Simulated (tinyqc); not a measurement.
Worked calculation: two-band massive Dirac model of the K valleys. Values are carried at full precision from step to step, so a last printed digit may differ when a step is redone from the rounded ones.

Basis (conduction, valence): H = [[D/2, a t (tau kx - i ky)], [a t (tau kx + i ky), -D/2 + lam tau sz]], valley tau = +/-1, spin sz = +/-1. The gap of a spin and valley is G = D - lam tau sz. Berry curvature Omega = curl of i<u|grad u>; for the conduction band Omega_c = -tau 2 a^2 t^2 G/(G^2 + 4 a^2 t^2 k^2)^(3/2), and Omega_v = -Omega_c.

Constants: hbar^2/2m0 = 3.80998211 eV angstrom^2.

Inputs chosen for the exercise (near those used for monolayer WSe2; shifted at random, so the results belong to these values and not to a real crystal): a = 3.31 angstrom (lattice constant); D = 1.49 eV (gap parameter); t = 1.24 eV (effective hopping); lam = 0.229 eV (half the valence spin splitting); tau = 1 (valley); sz = 1 (spin); k = (-0.065, 0.113) 1/angstrom (wave vector from the valley); h = 0.02 1/angstrom (side of the plaquette).

## Band edges of the four flavours

At k = 0: Ec = D/2, Ev = -D/2 + lam tau sz; mass m/m0 = c G/(a t)^2 for both bands, c = hbar^2/2m0; Omega_c(0) = -2 tau a^2 t^2/G^2.

Edges:
```
tau,sz,Ec (eV),Ev (eV),G (eV),mass (m0),Omega_c (angstrom^2)
1,1,0.7450,-0.5160,1.2610,0.2852,-21.188
1,-1,0.7450,-0.9740,1.7190,0.3888,-11.402
-1,1,0.7450,-0.9740,1.7190,0.3888,11.402
-1,-1,0.7450,-0.5160,1.2610,0.2852,21.188
```

The top of the valence band has spin up at tau = +1 and spin down at tau = -1: spin and valley are locked, with 458 meV between the two valence bands (A and B transitions at 1.261 and 1.719 eV, without exciton binding).

## H at one k

Fill in the matrix and diagonalise: E = lam tau sz/2 -/+ sqrt(G^2/4 + a^2 t^2 k^2).

H (eV):
```
,c,v
c,0.7450,-0.2668-0.4638i
v,-0.2668+0.4638i,-0.5160
```

levels (eV): -0.7124  0.9414

cos(theta) = G/(E+ - E-) = 0.7625

## Curvature, orbital moment and circular dichroism

Omega_c from the formula; orbital moment of both bands m = -tau (a t)^2 G/(c (G^2 + 4 a^2 t^2 k^2)) in Bohr magnetons (charge -e), c = hbar^2/2m0; interband strengths |P+/-|^2 proportional to (1 +/- tau cos(theta))^2 for P+/- = Px +/- i Py, and eta = (|P+|^2 - |P-|^2)/(|P+|^2 + |P-|^2) = 2 tau cos(theta)/(1 + cos^2(theta)).

Omega_c = -9.392 angstrom^2
orbital moment = -2.038 muB
eta = 0.9643

All three change sign with the valley. The selection rule, exact at k = 0, still holds to 96.4 % here.

## The curvature from a plaquette

Corners counter-clockwise around k, from (-h/2, -h/2); upper eigenvector u with its first component real and positive; Omega = -(sum of arg <u_j|u_(j+1)>)/h^2.

Corners:
```
j,kx,ky,u_c,u_v,arg <u_j|u_j+1> (rad)
1,-0.0750,0.1030,0.94066,-0.19975+0.27432i,-0.015020
2,-0.0550,0.1030,0.94766,-0.15039+0.28164i,-0.007871
3,-0.0550,0.1230,0.93589,-0.14380+0.32160i,0.016440
4,-0.0750,0.1230,0.92990,-0.19149+0.31404i,0.010208
```

Omega_c from the plaquette = -9.393 angstrom^2

The formula at the centre gives -9.392; the plaquette averages over its area.

## Checks

- Curvature formula against a plaquette of side 1e-4: both -9.3918.
- Eta against the matrix elements of dH/dkx +/- i dH/dky: both 0.96432.

(tinyqc, `OMP_NUM_THREADS=1 python tinyqc.py 1481760 1481761 out.jsonl`, Intel(R) Xeon(R) Processor @ 2.30GHz, 1 thread, shared host, about 0.01 s.)
